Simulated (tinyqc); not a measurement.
Pump-down curve: gas flow in a process chamber: flow regimes, conductance, effective pumping speed, pump-down, outgassing and purge. Computed by tinyqc, a small Python program. Command: `OMP_NUM_THREADS=1 python tinyqc.py 3120696 3120697 out.jsonl pump walk`. One thread of a shared host (Intel(R) Xeon(R) Processor @ 2.30GHz), about 0.07 s of CPU time with the checks.

Ideal gas, isothermal flow, a pump of constant speed at the end of a round pipe; process gas, volume gas and outgassing are given the same properties. 1 sccm = 101325 Pa x 1e-6 m^3/60 s x T/273.15 K.

Inputs (values chosen for the exercise, modelled on nitrogen near room temperature):
```
quantity                     value            unit
molar mass M                 28.01           g/mol
molecular diameter            0.37              nm
viscosity eta                 17.8   micropascal s
temperature T                  350               K
chamber volume V                13               L
wall area                     0.45             m^2
pipe diameter d                6.3              cm
pipe length l                  210              cm
pump speed S                    18             L/s
outgassing rate after 1 h  3.6e-07  Pa m^3/(s m^2)
outgassing exponent n         0.95               -
starting pressure p0           890              Pa
```

Constants: k_B = 1.380649e-23 J/K; u = 1.6605390666e-27 kg.

Method:
- Mean speed c = sqrt(8 k_B T/(pi m)); aperture conductance C_a = c pi d^2/16; molecular pipe C_m = C_a/(1 + 3 l/(4 d)) (Dushman form); viscous pipe C_v = pi d^4 p_mean/(128 eta l); Knudsen interpolation C = C_v + C_m (1 + x)/(1 + 1.24 x), x = d p_mean sqrt(m/(k_B T))/eta.
- Effective speed 1/S_eff = 1/S + 1/C_m; time constant V/S_eff; pressure at which the free path k_B T/(sqrt2 pi d_m^2 p) equals d.
- Pump-down: V dp/dt = -S_eff(p) p + q(t) A, with S_eff = S p_2/p, where p_2 solves C((p + p_2)/2) (p - p_2) = S p_2 at each moment, and q(t) = q_1 (1 h/(t + 10 s))^n; integrated adaptively. At long times p = q(t) A/S_eff.
- S_eff(p) is tabulated at 260 pressures and interpolated in ln p. Comparison columns: p0 exp(-t/time constant) with the molecular S_eff (0 below 1e-26 p0), and the outgassing limit.

time constant = 1.56544 s

S_eff in molecular flow = 8.30436 L/s

Pressure against time:
```
t (s)       p (Pa)  S_eff (L/s)  volume gas only (Pa)  outgassing limit (Pa)
0.3     5.8807e+02       17.947            7.3479e+02             5.0875e-03
1       2.2417e+02       17.862            4.6986e+02             4.7794e-03
3       1.5579e+01       16.235            1.3095e+02             4.0780e-03
10      6.9166e-02        8.099            1.4967e+00             2.7084e-03
30      1.4606e-03        8.295            4.2326e-06             1.4020e-03
100     5.4395e-04        8.301                     0             5.3626e-04
300     2.0140e-04        8.303                     0             2.0040e-04
1000    6.5351e-05        8.304                     0             6.5252e-05
3600    1.9465e-05        8.304                     0             1.9456e-05
20000   3.8242e-06        8.304                     0             3.8239e-06
100000  8.2920e-07        8.304                     0             8.2919e-07
```

What does the comparison show, and why?

From t = 30 s on the pressure is within 20 % of the outgassing limit, which falls only as (t + 10 s)^-0.95: walls, not volume, set the time to base pressure. Early on viscous flow raises S_eff to 17.9 L/s, 2.2 times its molecular value.
